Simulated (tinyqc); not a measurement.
Minority-electron transport through the base of a bipolar transistor (Moll-Ross and Kroemer integrals). Changing the doping ratio N_0/N(W). Computed by tinyqc, a small Python program. Command: `OMP_NUM_THREADS=1 python tinyqc.py 3013561 3013562 out.jsonl base sweep`. One thread of a shared host (Intel(R) Xeon(R) Processor @ 2.30GHz), about 0.01 s of CPU time with the checks.

Low injection, one dimension, x from the emitter edge (0) to the collector edge (W), s = x/W. Recombination is treated as a small correction (valid for tau_B well below tau_n), computed from the stored charge.

Inputs (values chosen for the exercise, modelled on silicon):
```
quantity                                     value        unit
intrinsic density n_i at the emitter edge    1e+10      1/cm^3
base doping at the emitter edge N_0        6.7e+18      1/cm^3
base width W                                    94          nm
mu_min                                         160  cm^2/(V s)
mu_max                                        1310  cm^2/(V s)
N_ref                                      9.1e+16      1/cm^3
saturation velocity v_s                       0.99    1e7 cm/s
electron lifetime tau_n                       0.22          ns
emitter Gummel number G_E                  2.4e+13      s/cm^4
base-emitter voltage V_BE                     0.77           V
temperature T                                  300           K
gap narrowing across the base dE_g              54         meV
```

Base doping profile: exponential. Gap grading: linear. Exit of the base: saturation velocity.

Constants: k_B = 8.617333262e-05 eV/K; e = 1.602176634e-19 C.

Method:
- N(x) = N_0 (ratio)^(-s); n_i(x)^2 = n_i^2 exp(s dE_g/k_B T); D(x) = (k_B T/e) mu, mu = mu_min + (mu_max - mu_min)/(1 + (N/N_ref)^0.7).
- Field that drives electrons towards the collector, averaged over the base: (k_B T/e) ln[N_0 n_i(W)^2/(N(W) n_i^2)]/W.
- With y(x) = N n_i^2/(D n_i(x)^2): base Gummel number G_B = int_0^W y dx + N(W) n_i^2/(v_s n_i(W)^2); J_C = e n_i^2 exp(e V_BE/k_B T)/G_B; n(x) = (J_C/e)(n_i(x)^2/(N n_i^2)) [int_x^W y dx + the same exit term]; transit time tau_B = (e/J_C) int n dx; trapezoid rule on 401 even points.
- Emitter-limited gain beta_E = G_E/G_B; recombination-limited gain beta_R = tau_n/tau_B; 1/beta = 1/beta_E + 1/beta_R; f_T from the base alone = 1/(2 pi tau_B).

One run for each value; columns: (1) doping ratio N_0/N(W); (2) base transit time tau_B (ps); (3) base Gummel number G_B (s/cm^4); (4) mean built-in field (kV/cm); (5) current gain beta:
```
(1)    (2)        (3)    (4)    (5)
1.5  4.221  4.150e+12   6.86   5.21
3.4  3.229  3.142e+12   9.11   6.87
7.9  2.475  2.475e+12  11.43   8.74
18   1.933  2.037e+12  13.69  10.68
41   1.535  1.727e+12  15.96  12.67
95   1.237  1.494e+12  18.27  14.73
220  1.019  1.316e+12  20.58  16.81
500  0.860  1.179e+12  22.84  18.85
```

Over the rows, base transit time tau_B (ps) falls from 4.22 to 0.860 (exponent d ln y / d ln x -0.33 between the first rows and -0.21 between the last); base Gummel number G_B (s/cm^4) falls from 4.15e12 to 1.18e12 (exponent d ln y / d ln x -0.34 between the first rows and -0.13 between the last); mean built-in field (kV/cm) rises from 6.86 to 22.8 (exponent d ln y / d ln x 0.35 between the first rows and 0.13 between the last). A steeper profile adds a drift field and raises the mobility near the collector, at fixed N_0.

Caution (rows 500): the mean velocity exceeds v_s, so drift-diffusion with a low-field mobility overstates the speed.
